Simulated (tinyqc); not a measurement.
Worked calculation: FCI on RHF in the 6-31g basis, for He, spin multiplicity 1. One step of it, computed by the program tinyqc.

Task: FCI: roots. Diagonalise (each vector has its largest component positive (the first on a tie)); all determinants have Ms = 0, so triplets appear too. The lowest singlet root is the correlation energy.

Occupation strings over the orbitals (2 doubly, a alpha, b beta, 0 empty; spin orbitals ordered 1a 1b 2a 2b ...): 20 ab ba 02

H - E(HF) between determinants (hartree), lower triangle:
```
          20         ab         ba        02
20  0.000000
ab  0.000000   1.683523
ba  0.000000  -0.227670   1.683523
02  0.227670   0.060937  -0.060937  3.444050
```

Give: lowest roots of this matrix, relative to E(HF); lowest vectors; <S^2> of these roots; weight of the ground state by excitation level 0, 1, 2, ....

Result:

lowest roots of this matrix, relative to E(HF) (hartree): -0.015  1.456  1.906  3.464

lowest vectors:
```
    root 1  root 2  root 3  root 4
20   0.998   0.000  -0.007   0.065
ab   0.002   0.707   0.706   0.039
ba  -0.002   0.707  -0.706  -0.039
02  -0.066   0.000  -0.055   0.996
```

<S^2> of these roots: 0.000  2.000  0.000  0.000

weight of the ground state by excitation level 0, 1, 2, ...: 0.996  0.000  0.004
